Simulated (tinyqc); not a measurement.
# Free and trapped electrons in a MOS channel with a dense trap tail: two studies

p-type body, charge-sheet picture, full ionisation (an idealisation for deep acceptors), Boltzmann statistics for free electrons. e = Ec - EF at the surface. Acceptor-like traps of density D(E) = D0 + De exp(-E/Ew) at depth E below Ec, from 0 to Eu, hold n_t = integral of D(E)/(1 + exp((e - E)/Vt)). psi = Eg - Vt ln(Nv/Na) - e; N_dep = sqrt(2 eps0 eps_r Na (psi - Vt)/q); n_f = sqrt(N_dep^2 + 2 eps0 eps_r Vt Nc exp(-e/Vt)/q) - N_dep; Vg = Vfb + psi + q (N_dep + n_t + n_f)/Cox, Cox = eps0 eox/tox.

Inputs (values chosen for the exercise); band and dielectric values close to those of 4H silicon carbide:
- T = 300 K (temperature)
- Eg = 3.21 eV (band gap)
- eps_r = 9.77 (relative permittivity)
- Nc = 1.7e19 cm^-3 (conduction-band density of states at T)
- Nv = 2.52e19 cm^-3 (valence-band density of states at T)
- eox = 3.9 (relative permittivity of the insulator)
- tox = 50 nm (insulator thickness)
- Na = 2e16 cm^-3 (acceptor density)
- Vfb = -2.12 V (flat-band voltage without trapped charge)
- D0 = 3.3e10 cm^-2 eV^-1 (constant background density of acceptor-like traps)
- De = 1.3e13 cm^-2 eV^-1 (density of the tail at the conduction edge)
- Ew = 0.08 eV (decay energy of the tail)
- Eu = 0.98 eV (depth below Ec down to which the traps reach)
- mf = 76 cm^2/(V s) (mobility of free electrons)

Constants: q = 1.602176634e-19 C, kB = 1.380649e-23 J/K, Vt = kB T/q, eps0 = 8.8541878128e-14 F/cm where lengths are in cm. Results are converted to the units shown.

Each table varies one quantity; the others keep the values above.

## Free and trapped charge against gate voltage

Free share n_f/(n_f + n_t); swing ln 10 n_f/(dn_f/dVg); field-effect mobility mf q (dn_f/dVg)/Cox, for a constant mf; oxide field q (N_dep + n_t + n_f)/(eps0 eox).

Free and trapped charge against gate voltage:

| Vg (V) | e (eV) | n_f (cm^-2) | n_t (cm^-2) | free share (%) | swing (mV/decade) | field-effect mobility (cm^2/(V s)) | oxide field (MV/cm) |
|---|---|---|---|---|---|---|---|
| 2.3 | 0.4046 | 5.064e5 | 2.689e10 | 0.001883 | 98.15 | 0.002095 | 0.3598 |
| 3.3 | 0.1273 | 2.164e10 | 2.778e11 | 7.228 | 625.6 | 14.04 | 0.5044 |
| 4.3 | 0.06972 | 1.806e11 | 5.172e11 | 25.88 | 1861 | 39.39 | 0.6929 |
| 5.4 | 0.04077 | 4.732e11 | 6.824e11 | 40.95 | 3636 | 52.83 | 0.9071 |
| 6.4 | 0.02362 | 7.939e11 | 7.831e11 | 50.34 | 5396 | 59.73 | 1.104 |
| 7.4 | 0.01054 | 1.146e12 | 8.541e11 | 57.31 | 7237 | 64.31 | 1.301 |
| 8.4 | -8.154e-5 | 1.521e12 | 9.049e11 | 62.69 | 9149 | 67.48 | 1.499 |
| 9.4 | -0.009024 | 1.910e12 | 9.415e11 | 66.98 | 1.113e4 | 69.69 | 1.697 |
| 10.4 | -0.01673 | 2.310e12 | 9.683e11 | 70.47 | 1.316e4 | 71.25 | 1.896 |

What does the table show?

n_f reaches 1e11 cm^-2 at Vg = 3.90 V, against 2.89 V without traps. The free share rises from 0.00188 to 70.5 % and the field-effect mobility rises from 0.00209 to 71.2 cm^2/(V s), although mf = 76 is constant: in the last row 93.7 % of Cox dVg goes into free electrons. The swing in the first row is 98.1 mV a decade (Vt ln 10 = 59.5). For Vg = 5.4, 6.4, 7.4, 8.4, 9.4, 10.4 EF lies less than 2 Vt below the band edge, or above it, where degeneracy and confinement, left out, matter.

## Effect of the density of the tail at the conduction edge

VT is the Vg for n_f = 1e11 cm^-2; swing ln 10 n_f/(dn_f/dVg) at n_f = 1e8 cm^-2; the last three columns are for Vg = VT + 4 V, with free share n_f/(n_f + n_t) and field-effect mobility mf q (dn_f/dVg)/Cox; there EF is near the band edge, where Boltzmann statistics are rough.

Results:

| De (cm^-2 eV^-1) | e at VT (eV) | VT (V) | q n_t/Cox at VT (V) | swing (mV/decade) | n_f (cm^-2) | free share (%) | field-effect mobility (cm^2/(V s)) |
|---|---|---|---|---|---|---|---|
| 1e12 | 0.08627 | 3.032 | 0.1407 | 90.30 | 1.732e12 | 94.51 | 74.49 |
| 2e12 | 0.08627 | 3.104 | 0.2130 | 96.16 | 1.696e12 | 90.94 | 73.93 |
| 5e12 | 0.08627 | 3.321 | 0.4300 | 113.8 | 1.589e12 | 81.10 | 72.08 |
| 1e13 | 0.08627 | 3.683 | 0.7916 | 143.1 | 1.423e12 | 67.20 | 68.48 |
| 4e13 | 0.08627 | 5.853 | 2.961 | 319.0 | 7.534e11 | 24.57 | 41.58 |
| 9e13 | 0.08627 | 9.469 | 6.578 | 612.3 | 3.794e11 | 8.180 | 17.45 |
| 2e14 | 0.08627 | 17.42 | 14.53 | 1257 | 2.087e11 | 2.584 | 6.011 |

Estimate the missing row, De = 2e13 cm^-2 eV^-1.

Computed row:

| De (cm^-2 eV^-1) | e at VT (eV) | VT (V) | q n_t/Cox at VT (V) | swing (mV/decade) | n_f (cm^-2) | free share (%) | field-effect mobility (cm^2/(V s)) |
|---|---|---|---|---|---|---|---|
| 2e13 | 0.08627 | 4.406 | 1.515 | 201.7 | 1.139e12 | 46.80 | 59.77 |

With this row back in the table: As De goes from 1e12 to 2e14, VT rises from 3.03 to 17.4 V, its part due to traps rises from 0.141 to 14.5 V, the swing rises from 90.3 to 1260 mV/decade and the field-effect mobility falls from 74.5 to 6.01 cm^2/(V s).

tinyqc, about 0.02 s, one thread, Intel Xeon 2.30GHz (shared host): `OMP_NUM_THREADS=1 python tinyqc.py 2222080 2222081 out.jsonl`
